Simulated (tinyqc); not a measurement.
# Bulk resistivity and mean free path from two films

Problem. In the thick-film limit single-crystal films obey rho = rho0 (1 + 3 (1 - ps) lam/(8 d)). Find rho0, lam and the product rho0 lam.

Inputs (values chosen for the exercise): specular share of surface scattering ps = 0.

rho at d = 67 and 260 nm (uohm cm): 2.0710821  1.7956250

Solution. rho is a straight line in 1/d: the intercept is rho0 and the slope (3/8)(1 - ps) rho0 lam. Without ps only the product (1 - ps) lam could be found.

rho0 = 1.700 uohm cm
lam = 39.00 nm
rho0 lam = 66.30 uohm cm nm

Computed by the program tinyqc: `OMP_NUM_THREADS=1 python tinyqc.py 2100169 2100170 out.jsonl`, one thread of a shared Intel Xeon 2.30GHz, about 0.01 s for the whole run.
